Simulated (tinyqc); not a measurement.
Inside a calculation. Model: off-state leakage of single and stacked transistors.

tinyqc, about 0.03 s, one thread, Intel Xeon 2.30GHz (shared host): `OMP_NUM_THREADS=1 python tinyqc.py 2242137 2242138 out.jsonl` Printed values are rounded.

n-channel devices of unit width. Subthreshold current I(Vg, Vs, Vd) = I0 (T/300 K)^0.5 exp[(Vg - Vs - VT(T) - gb (Vs - Vb) + dd (Vd - Vs))/(nf Vt)] (1 - exp(-(Vd - Vs)/Vt)), VT(T) = VT - cT (T - 300 K). Gate-edge tunnelling Ig (Vd/1 V) exp(ag (Vd - 1 V)), for a gate at 0 V, and band-to-band leakage Ab u exp(-Bb/u), u = Vd - Vb + 1 V, flow at a drain held at V; both are taken as independent of T. In a stack of off transistors (all gates at 0 V) the same subthreshold current passes through each.

Inputs (values chosen for the exercise); values of the order met in bulk silicon logic transistors: temperature T = 378 K; supply voltage V = 0.7 V; threshold at 300 K, zero drain and body bias VT = 0.36 V; fall of the threshold with temperature cT = 0.5 mV/K; current at threshold at 300 K I0 = 0.64 uA/um; slope factor nf = 1.29; drain-induced lowering per volt dd = 0.08; rise of the threshold per volt of source-body bias gb = 0.13; gate-edge tunnelling current at 1 V Ig = 3e-6 uA/um; exponential slope of the gate current ag = 4.6 1/V; prefactor of band-to-band leakage at the drain Ab = 20 uA/(um V); its exponential voltage Bb = 25 V; body voltage Vb = -0.6 V.

Constants: q = 1.602176634e-19 C, kB = 1.380649e-23 J/K, Vt = kB T/q. Results are converted to the units shown.

## Leakage of one transistor

Vg = Vs = 0, Vd = V; effective threshold VT(T) - gb Vb - dd V.

effective threshold = 0.343 V
parts (nA/um): subthreshold 0.204787, gate edge 5.28315e-4, band-to-band 0.875318
total = 1.08063 nA/um
shares (%): subthreshold 18.9506, gate edge 0.0488894, band-to-band 81.0005

The band-to-band part is the largest.

## Starting value

Vx = dd V/(1 + gb + 2 dd), the solution for Vx well above Vt, rounded to three decimals.

Vx at the start = 0.043 V

## Iteration 1: new Vx

Stack of two, Vx the node between them: I_low = I(0, 0, Vx), I_up = I(0, Vx, V), f = ln(I_up/I_low), f' = -(1 + gb + 2 dd)/(nf Vt) - 1/(Vt (exp(Vx/Vt) - 1)) - 1/(Vt (exp((V - Vx)/Vt) - 1)), Vx(new) = Vx - f/f'.

I_low = 0.0429643 nA/um
I_up = 0.0593673 nA/um
f = 0.323374
f' = -41.8887 1/V
Vx after iteration 1 = 0.0507198 V

## Iteration 2: new Vx

As before.

I_low = 0.0469535 nA/um
I_up = 0.0475340 nA/um
f = 0.0122864
f' = -38.8974 1/V
Vx after iteration 2 = 0.0510357 V

## Iteration 3: new Vx

As before.

I_low = 0.0471028 nA/um
I_up = 0.0471036 nA/um
f = 1.58284e-5
f' = -38.7974 1/V
Vx after iteration 3 = 0.0510361 V

## Course of the iteration

Stop when the step is below 1e-11 V, or after 40 iterations.

Course of the iteration:

| iteration | Vx before the step (V) | step (V) |
|---|---|---|
| 1 | 0.043 | 7.72e-3 |
| 2 | 0.0507198 | 3.16e-4 |
| 3 | 0.0510357 | 4.08e-7 |
| 4 | 0.0510361 | 6.74e-13 |

Converged in 4 iterations. The subthreshold current of the stack is 0.04710 nA/um, 4.35 times less than that of one transistor (the drain leakage is unchanged); the estimate exp[dd V (1 + gb + dd)/((1 + gb + 2 dd) nf Vt)] gives 3.49.
